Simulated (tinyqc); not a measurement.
Convergence with the mesh: Wannier function of the lower band of a two-orbital chain.

H(k) = [[-d/2 - 2 ta cos k, -t1 - t2 exp(-ik)], [-t1 - t2 exp(ik), d/2 - 2 tb cos k]], k in 1/a, Bloch sums with exp(ikR) and without the positions inside the cell. Mesh k_j = 2 pi j/N. Projection gauge: each lower eigenvector u is multiplied by the phase that makes <trial|u> real and positive (the one-band case of Loewdin orthogonalisation). Wannier amplitudes w(R) = (1/N) sum_k exp(ikR) u(k); hoppings H(R) = (1/N) sum_k exp(-ikR) E(k).

Inputs chosen for the exercise:
- d = -1.32 eV (A at -d/2, B at +d/2)
- t1 = 1.33 eV (A-B in the cell)
- t2 = 0.72 eV (B to A of the next cell)
- ta = -0.17 eV (A-A between cells)
- tb = -0.13 eV (B-B between cells)
- xb = 0.47 a (position of B (A at 0))
- th = 20 degrees (trial orbital cos(th) A + sin(th) B in cell 0)

Centre and Omega_I from overlaps M_j = u_j^+ diag(1, exp(-i b xb)) u_(j+1), b = 2 pi/N: centre -(1/2 pi) sum arg M, Omega_I = (1/(N b^2)) sum (1 - |M|^2). Largest error of the Fourier interpolation on 41 points from 0 to pi.

Mesh:

| N | centre (a) | Omega_I (a^2) | H(1) (eV) | largest error (meV) |
|---|---|---|---|---|
| 3 | 0.37634 | 0.05087 | -0.13246 | 166.591 |
| 6 | 0.37090 | 0.06176 | -0.16718 | 6.812 |
| 8 | 0.37021 | 0.06532 | -0.16664 | 2.336 |
| 12 | 0.36971 | 0.06808 | -0.16657 | 0.260 |
| 16 | 0.36954 | 0.06909 | -0.16657 | 0.031 |
| 24 | 0.36941 | 0.06984 | -0.16657 | 0.001 |

Give the missing row, N = 4.

Computed row:
```
N  centre (a)  Omega_I (a^2)  H(1) (eV)  largest error (meV)
4     0.37278        0.05385   -0.17411               28.869
```

The interpolation error falls exponentially, from 28.9 meV at N = 4 to 0.260 at N = 12, because the hoppings decay exponentially for an isolated band (smallest gap 1.74 eV). Omega_I carries a finite-difference error and converges as a power: against the value 0.07045 on 400 points it is off by -0.00237 at N = 12 and -0.00062 at N = 24, an exponent of 1.95, near the limit 2.

Program tinyqc; command `OMP_NUM_THREADS=1 python tinyqc.py 1450888 1450889 out.jsonl`; about 0.2 s on one thread of a shared Intel(R) Xeon(R) Processor @ 2.30GHz.
